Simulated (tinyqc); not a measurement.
Atomic layer deposition: Langmuir saturation, growth per cycle and coating of deep features: one step, computed by the program tinyqc. Command: `OMP_NUM_THREADS=1 python tinyqc.py 3026690 3026691 out.jsonl ald walk`. One thread of a shared host (Intel(R) Xeon(R) Processor @ 2.30GHz), about 0.02 s of CPU time with the checks.

Precursor A sticks only on free sites, so a long enough pulse saturates; co-reactant B then frees the sites again.

Question. The first four cycles. One cycle from coverage th0: pulse A gives th1 = th_s + (th0 - th_s) exp(-(k_a + k_d) t), th_s = k_a/(k_a + k_d); the purge leaves th2 = th1 exp(-k_d t_p); pulse B converts c_B th2 into film and leaves th3 = (1 - c_B) th2. Growth = G c_B th2. Start from th0 = 0.

Inputs (values chosen for the exercise, modelled on zinc oxide from diethylzinc and water): growth per cycle at saturation G = 2 angstrom; temperature T = 200 C; pulse time t = 0.15 s; co-reactant completion per pulse c_B = 0.99; purge time t_p = 1.5 s.

k_a = 4.801894 1/s

k_d = 6.451381e-04 1/s

Give: Cycles.

Answer.

Cycles:
```
cycle       th0     th1     th2       th3  growth (angstrom)
1      0.000000  0.5134  0.5129  0.005129              1.015
2      0.005129  0.5159  0.5154  0.005154              1.020
3      0.005154  0.5159  0.5154  0.005154              1.020
4      0.005154  0.5159  0.5154  0.005154              1.020
```
